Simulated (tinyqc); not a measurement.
## Pillar capacitor in an array: capacitance, non-linearity, leakage and relaxation: cell against the film thickness

A film between two metal electrodes, each interface adding a series capacitance ci. The small-signal permittivity is ek (1 + aq E^2); the field is found with the linear permittivity. Leakage J = J0 sinh(E/Ef). After a voltage step the film passes a relaxation current kr C V tt^(-nr), tt being the time in seconds. The sidewall is a coaxial capacitor with radii a = dm/2 and b = dm/2 + t, depth AR dm; the end face is left out.

Per length 1/c = ln(b/a)/(2 pi eps0 ek) + (1/a + 1/b)/(2 pi ci); cell capacitance c AR dm; per footprint over pt^2; fields c V/(2 pi eps0 ek r) at r = a and b; resistance of the inner electrode rho AR dm/(pi a^2); time constant R C/3 of the distributed line.

Parameters, values chosen for the exercise; permittivity of the order of that of tantalum oxide:
```
symbol,value,unit,meaning
ek,25,,relative permittivity of the film
ci,1000,uF/cm^2,capacitance of each electrode interface (dead layer and screening)
V,2.4,V,bias
dm,120,nm,diameter of the pillar
AR,10,,"aspect ratio, depth over diameter"
pt,210,nm,pitch of the square array
rho,790,uohm cm,resistivity of the inner electrode
```

Constants: eps0 = 8.8541878128e-14 F/cm where lengths are in cm. Results are converted to the units shown.

The same in every row: R (kohm) = 0.8382.

Results:
```
t (nm)	cell capacitance (fF)	per footprint (uF/cm^2)	field at a (MV/cm)	field at b (MV/cm)	R C/3 (ps)
5	20.67	46.87	4.953	4.572	5.775
9.1	11.76	26.67	2.819	2.448	3.286
12	9.120	20.68	2.186	1.822	2.548
17	6.673	15.13	1.599	1.246	1.864
22	5.332	12.09	1.278	0.9350	1.490
30	4.110	9.320	0.9850	0.6567	1.148
```

Estimate the missing row, t = 6.7 nm.

Computed row:
```
t (nm)	cell capacitance (fF)	per footprint (uF/cm^2)	field at a (MV/cm)	field at b (MV/cm)	R C/3 (ps)
6.7	15.66	35.52	3.754	3.377	4.376
```

With this row back in the table: As t goes from 5 to 30, the cell capacitance falls from 20.7 to 4.11 fF, the capacitance per footprint falls from 46.9 to 9.32 uF/cm^2, the ratio of the two fields rises from 1.08 to 1.50 and R C/3 falls from 5.77 to 1.15 ps; the time constant goes as t^(-0.95) between the first two rows and t^(-0.84) between the last two.

Program tinyqc, `OMP_NUM_THREADS=1 python tinyqc.py 2102168 2102169 out.jsonl`; Intel Xeon 2.30GHz, shared host, one thread, about 0.01 s.
